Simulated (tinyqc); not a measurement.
Inside a calculation. Method: plane-wave Kohn-Sham cycle with exchange-only LDA in a layered model solid. Computed by tinyqc, a small Python program that keeps every step. Settings: points = 16, plane-wave index or count = 3, electrons = 4, k points = 4, area = 20.0, mixing = 0.1, iteration cap = 54. Command: `OMP_NUM_THREADS=1 python tinyqc.py 30595 30596 out.jsonl` (the two numbers bound the seeds that draw the settings). One thread of a shared host (Intel(R) Xeon(R) Processor @ 2.60GHz), about 0.03 s of CPU time with the checks.

A solid whose potential varies along x alone (atomic units):

| parameter | value |
|---|---|
| period a | 14.900000 |
| cross-section of the cell | 20.000000 |
| electrons per cell | 4 |
| grid points | 16 |
| plane waves -n..n, n | 3 |
| k points | 4 |
| V1 in V1 cos(2 pi x/a) | -0.410000 |

Stop when sqrt(dV sum R^2) is below 1e-8, dV = a A/N.

Course of the cycle:

| iteration | E (hartree) | norm of the residual |
|---|---|---|
| 1 | -1.33293476 | 2.26e-01 |
| 2 | -1.05253640 | 1.80e-01 |
| 3 | -0.87678789 | 1.33e-01 |
| 4 | -0.78721452 | 8.42e-02 |
| 5 | -0.75616004 | 4.27e-02 |
| 6 | -0.74999437 | 2.03e-02 |
| 7 | -0.74917871 | 1.29e-02 |
| 8 | -0.74903798 | 1.02e-02 |
| 9 | -0.74898451 | 8.67e-03 |
| 10 | -0.74895326 | 7.50e-03 |
| 11 | -0.74893295 | 6.55e-03 |
| ... | ... | ... |
| 44 | -0.74888360 | 1.55e-04 |
| 45 | -0.74888359 | 1.39e-04 |
| 46 | -0.74888359 | 1.24e-04 |
| 47 | -0.74888359 | 1.11e-04 |
| 48 | -0.74888359 | 9.94e-05 |
| 49 | -0.74888358 | 8.89e-05 |
| 50 | -0.74888358 | 7.95e-05 |
| 51 | -0.74888358 | 7.11e-05 |
| 52 | -0.74888358 | 6.36e-05 |
| 53 | -0.74888358 | 5.69e-05 |
| 54 | -0.74888358 | 5.09e-05 |

Can the last value be used, and what does the course show?

Not by the stop rule, although the second column moves by less than 1e-07 over the last three steps. Not converged within 54 iterations: the residual falls steadily but slowly, by a factor of about 0.89 a step. Reruns (cap 100 unless said): mixing 0.5, Kerker q0 1.0: converged in 45 (E = -0.74888); mixing 0.3, Pulay depth 5: converged in 18 (E = -0.74888); the original settings with a cap of 400: converged in 131 (E = -0.74888).
